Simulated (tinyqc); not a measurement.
Valence-band offset from core levels (Kraut method), with the dipole against the affinity rule: one step of the calculation.

Binding energies are counted downwards from the Fermi level. dEv > 0 means that the valence edge of B lies below that of A, dEc > 0 that the conduction edge of B lies above that of A; dEc + dEv = EgB - EgA. The spectra are made-up values treated as data.

Question. Offsets. dEv = (iB - iA) - (cB - vB) + (cA - vA), dEc = EgB - EgA - dEv.

Inputs (values chosen for the exercise); gaps and affinities close to those of 4H silicon carbide (A) and zirconium oxide (B): gap of the substrate A EgA = 3.23 eV; gap of the overlayer B EgB = 5.88 eV; core level of bare A cA = 22.4 eV; core level of thick B cB = 103.43 eV; valence-band maximum of thick B vB = 2.34 eV; core level of A under a thin film of B iA = 22.14 eV; core level of B in that thin film iB = 104.09 eV.

vA = 2.3430573 eV

Wanted: cA - vA; cB - vB; iB - iA; dEv; dEc.

Answer.

cA - vA = 20.057 eV
cB - vB = 101.09 eV
iB - iA = 81.950 eV
dEv = 0.91694 eV
dEc = 1.7331 eV

The alignment is type I (straddling). The valence-band offset is below the 1 eV usually asked of a gate dielectric. A rigid shift of all levels, by charging or doping, cancels in the differences.

Numbers from tinyqc (`OMP_NUM_THREADS=1 python tinyqc.py 2410162 2410163 out.jsonl`; about 0.01 s on one thread of a shared Intel Xeon 2.30GHz).
